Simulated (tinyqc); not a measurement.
# Worked calculation: tunnelling through a two-layer gate stack, WKB transmission and Tsu-Esaki current

Numbers from tinyqc (`OMP_NUM_THREADS=1 python tinyqc.py 2540003 2540004 out.jsonl`; about 0.02 s on one thread of a shared Intel Xeon 2.30GHz). Printed values are rounded.

Electrons leave the emitter at x = 0. Energies E (motion across the layers) are in eV from the emitter Fermi level; the collector Fermi level lies at -V and offers states at every E. No charge in the dielectric and no image force: F1 = V/(t1 + t2 eps1/eps2), F2 = F1 eps1/eps2; U = phi1 - F1 x in layer 1 and phi2 - F1 t1 - F2 (x - t1) in layer 2. With C = hbar^2/(2 m0), kappa = sqrt(m (U - E)/C) where U > E and 0 elsewhere; T(E) = exp(-S), S = 2 times the integral of kappa over x.

Inputs (values chosen for the exercise); layer 1 close to silicon dioxide, layer 2 close to hafnium oxide: temperature T = 200 K; Fermi energy of the emitter above its band bottom Ef = 0.11 eV; emitter mass in the supply function me = 1 m0; barrier of layer 1 above the emitter Fermi level at zero bias phi1 = 2.99 eV; tunnelling mass of layer 1 m1 = 0.49 m0; thickness of layer 1 t1 = 0.9 nm; relative permittivity of layer 1 eps1 = 4.08; barrier of layer 2 at zero bias phi2 = 1.47 eV; tunnelling mass of layer 2 m2 = 0.19 m0; thickness of layer 2 t2 = 3.9 nm; relative permittivity of layer 2 eps2 = 21.3; voltage across the dielectric V = 0.5 V; energy of the electron followed E = 0.08 eV; cells in each layer nc = 5; lower end of the energy grid Ea = -0.11 eV; upper end of the energy grid Eb = 0.19 eV; points of the energy grid nE = 13.

Constants: q = 1.602176634e-19 C, kB = 1.380649e-23 J/K, hbar = 1.054571817e-34 J s, m0 = 9.1093837015e-31 kg, Vt = kB T/q, hbar^2/(2 m0) = 0.0380998212 eV nm^2. Results are converted to the units shown.

## Fields and band edges

F1 = V/(t1 + t2 eps1/eps2), F2 = F1 eps1/eps2; U = phi1 - F1 x in layer 1 and phi2 - F1 t1 - F2 (x - t1) in layer 2. EOT = 3.9 (t1/eps1 + t2/eps2).

F1 = 3.03574 MV/cm
F2 = 0.581495 MV/cm
U at the end of layer 1 = 2.71678 eV
U at the start of layer 2 = 1.19678 eV
U at the end of layer 2 = 0.97 eV
EOT = 1.57438 nm

## WKB exponent by the midpoint rule

Cut each layer into nc equal cells, take U and kappa at the cell centres, and sum S = 2 sum kappa h.

| cell | x (nm) | U (eV) | kappa (1/nm) |
|---|---|---|---|
| 0 | 0.09000 | 2.96268 | 6.08884 |
| 1 | 0.27000 | 2.90803 | 6.03086 |
| 2 | 0.45000 | 2.85339 | 5.97231 |
| 3 | 0.63000 | 2.79875 | 5.91318 |
| 4 | 0.81000 | 2.74410 | 5.85345 |
| 5 | 1.29000 | 1.17410 | 2.33585 |
| 6 | 2.07000 | 1.12875 | 2.28692 |
| 7 | 2.85000 | 1.08339 | 2.23692 |
| 8 | 3.63000 | 1.03803 | 2.18578 |
| 9 | 4.41000 | 0.99268 | 2.13341 |

S = 28.1882
T(E) = 5.72848e-13

## WKB exponent in closed form

Each layer adds (2/F) sqrt(m/C) [G(u at its left edge) - G(u at its right edge)] to S, with u = U - E (0 where negative) and G(u) = (2/3) u^1.5. The slope follows from 1/d = -dS/dE.

S = 28.1877
T(E) = 5.73087e-13
energy d over which T(E) grows by a factor e = 0.093922 eV

The midpoint rule gives S = 28.188, so its T(E) is 0.042 % below this value. The band edge stays above E through the whole stack: direct tunnelling through a trapezoid.

## Current density on a coarse energy grid

J = J0 times the integral of T(E) N(E) dE, N = ln[(1 + exp(-E/Vt))/(1 + exp((-E - V)/Vt))], J0 = q^2 me m0 kB T/(2 pi^2 hbar^3) (times 1e-4 for A/cm^2 per eV), by Simpson's rule on nE equally spaced points from Ea to Eb.

| point | E (eV) | T(E) | N | T(E) N |
|---|---|---|---|---|
| 0 | -0.110000 | 8.19638e-14 | 6.38417 | 5.23272e-13 |
| 1 | -0.085000 | 1.04989e-13 | 4.93911 | 5.18554e-13 |
| 2 | -0.060000 | 1.34802e-13 | 3.51166 | 4.73380e-13 |
| 3 | -0.035000 | 1.73505e-13 | 2.15410 | 3.73746e-13 |
| 4 | -0.010000 | 2.23882e-13 | 1.02477 | 2.29427e-13 |
| 5 | 0.015000 | 2.89640e-13 | 0.349818 | 1.01322e-13 |
| 6 | 0.040000 | 3.75724e-13 | 0.0936587 | 3.51898e-14 |
| 7 | 0.065000 | 4.88753e-13 | 0.0227573 | 1.11227e-14 |
| 8 | 0.090000 | 6.37622e-13 | 0.00538184 | 3.43158e-15 |
| 9 | 0.115000 | 8.34328e-13 | 0.00126431 | 1.05485e-15 |
| 10 | 0.140000 | 1.09511e-12 | 2.96545e-4 | 3.24750e-16 |
| 11 | 0.165000 | 1.44205e-12 | 6.95293e-5 | 1.00265e-16 |
| 12 | 0.190000 | 1.90527e-12 | 1.63007e-5 | 3.10574e-17 |

J0 = 2.78910e8 A/(cm^2 eV)
J = 1.40162e-5 A/cm^2

The integrand peaks at E = -0.110 eV among these points. A converged quadrature from -Ef to above the barrier gives 1.402e-5 A/cm^2; this grid is within 0.01 % of that.
